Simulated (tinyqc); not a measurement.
Inputs raised by 10 %, one at a time: equilibrium and kinetic segregation of a solute to boundaries and growing surfaces. Computed by tinyqc, a small Python program. Command: `OMP_NUM_THREADS=1 python tinyqc.py 3021893 3021894 out.jsonl segreg sens`. One thread of a shared host (Intel(R) Xeon(R) Processor @ 2.30GHz), about 0.01 s of CPU time with the checks.

Inputs (values chosen for the exercise, modelled on arsenic in polycrystalline silicon):
```
quantity                          value          unit
segregation energy Q              0.407            eV
total solute fraction x0        0.00012             -
temperature T                      1175             K
grain size d                       1600            nm
boundary thickness delta           0.79            nm
atomic volume Omega               20.02    angstrom^3
clean boundary energy gamma_0      0.66         J/m^2
exchange barrier E_b               1.37            eV
surface segregation energy E_s     0.37            eV
growth temperature T_g              880             K
growth rate                         4.1  monolayers/s
```

Isotherm: Langmuir-McLean.

Constants: k_B = 8.617333262e-05 eV/K; 1 eV/angstrom^2 = 16.02176634 J/m^2.

Method:
- With theta the solute fraction on boundary sites and x that in the grains, theta/(1 - theta) = [x/(1 - x)] exp[Q/(k_B T)].
- Finite grains: boundary sites are the fraction f = 3 delta/d, and x0 = (1 - f) x + f theta; solve both equations for theta; share at boundaries = f theta/x0.
- Gibbs adsorption for this isotherm in a dilute matrix: gamma = gamma_0 + Gam_0 [k_B T ln(1 - theta)], Gam_0 = delta/Omega sites per area.
- Two-state exchange during growth, dilute: jump up r_u = nu exp(-E_b/(k_B T_g)), jump back r_d = r_u exp(-E_s/(k_B T_g)), nu = 1e13 1/s. In the time 1/R of one monolayer the share carried up is p = [r_u/(r_u + r_d)] [1 - exp(-(r_u + r_d)/R)]; the tail decays as p^n, length -1/ln p monolayers; the equilibrium limit has p = r_u/(r_u + r_d).

Runs; columns: (1) input moved; (2) from; (3) to; (4) coverage theta; (5) share of solute at boundaries (%); (6) boundary energy gamma (J/m^2); (7) decay length (monolayers):
```
(1)                                    (2)     (3)        (4)     (5)      (6)     (7)
base run                                 -       -  0.0061464   7.587  0.65605  132.02
segregation energy Q (eV)            0.407  0.4477  0.0088336  10.904  0.65432  132.02
temperature T (K)                     1175  1292.5  0.0043738   5.399  0.65691  132.02
grain size d (nm)                     1600    1760  0.0061881   6.944  0.65603  132.02
boundary thickness delta (nm)         0.79   0.869  0.0061012   8.284  0.65569  132.02
exchange barrier E_b (eV)             1.37   1.507  0.0061464   7.587  0.65605  132.02
surface segregation energy E_s (eV)   0.37   0.407  0.0061464   7.587  0.65605  214.74
growth temperature T_g (K)             880     968  0.0061464   7.587  0.65605   84.90
```

Exponents ln(y'/y) / ln(x'/x):
```
input                           coverage theta  share of solute at boundaries  boundary energy gamma  decay length
segregation energy Q                     3.805                          3.805                 -0.028         0.000
temperature T                           -3.570                         -3.570                  0.014         0.000
grain size d                             0.071                         -0.929                  0.000         0.000
boundary thickness delta                -0.077                          0.923                 -0.006         0.000
exchange barrier E_b                     0.000                          0.000                  0.000         0.000
surface segregation energy E_s           0.000                          0.000                  0.000         5.104
growth temperature T_g                   0.000                          0.000                  0.000        -4.632
```

Among the inputs moved here: coverage theta answers most in size to segregation energy Q (exponent +3.805), next to temperature T (-3.570); its exponent is below 0.0005 for exchange barrier E_b, surface segregation energy E_s, growth temperature T_g. Share of solute at boundaries answers most in size to segregation energy Q (exponent +3.805), next to temperature T (-3.570); its exponent is below 0.0005 for exchange barrier E_b, surface segregation energy E_s, growth temperature T_g. Boundary energy gamma answers most in size to segregation energy Q (exponent -0.028), next to temperature T (+0.014); its exponent is below 0.0005 for grain size d, exchange barrier E_b, surface segregation energy E_s, growth temperature T_g. Decay length answers most in size to surface segregation energy E_s (exponent +5.104), next to growth temperature T_g (-4.632); its exponent is below 0.0005 for segregation energy Q, temperature T, grain size d, boundary thickness delta, exchange barrier E_b.
